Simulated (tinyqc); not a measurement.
Size effects in the resistivity of thin metal films and interconnect lines: one step, computed by the program tinyqc.

Electrons lose their drift at surfaces (a share 1 - p of the hits) and at grain boundaries (reflection R), besides bulk scattering.

Question. Surfaces. Fuchs-Sondheimer film: rho_b/rho = 1 - (3/(2 kappa))(1 - p) int_0^1 (s - s^3)(1 - exp(-kappa/s))/(1 - p exp(-kappa/s)) ds, f = rho/rho_b, kappa = thickness/lambda, 80 Gauss-Legendre points.

Inputs (values chosen for the exercise, modelled on copper): bulk mean free path lambda = 41.5 nm; specularity p = 0; film thickness h = 25 nm.

Geometry: film.

Give: kappa = h/lambda; rho/rho_b from surfaces.

Answer.

kappa = h/lambda = 0.6024

rho/rho_b from surfaces = 1.767

The thick-film form 1 + 3 (1 - p)/(8 kappa) gives 1.623, a deviation of -8.2 %.
